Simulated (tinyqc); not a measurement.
Film and buried-oxide thickness from two coupling ratios.

Question. In a depleted film -dVT/dVb is k1 = Cs Cbox/(Cox (Cs + Cbox)) for a front channel and k2 = Cbox (Cox + Cs)/(Cox Cs) for a back channel, with Cox = eps0 eox/tox, Cs = eps0 eps_r/ts, Cbox = 3.9 eps0/tb. Find ts and tb.

Values chosen for this exercise; band and dielectric values close to those of silicon:
- eps_r = 11.5 (relative permittivity)
- eox = 25.5 (relative permittivity of the gate insulator (close to zirconium oxide))
- tox = 3.3 nm (insulator thickness)

coupling ratios for a front and a back channel: 0.024689968  0.16369139

Solution. With y = Cox/Cs and z = Cox/Cbox, 1/k1 = y + z and k2 = (1 + y)/z, so y = (k2/k1 - 1)/(1 + k2); the thicknesses follow from y and z.

ts = 7.20 nm
tb = 18.0 nm

Numbers from tinyqc (`OMP_NUM_THREADS=1 python tinyqc.py 2190038 2190039 out.jsonl`; about 0.3 s on one thread of a shared Intel Xeon 2.30GHz).
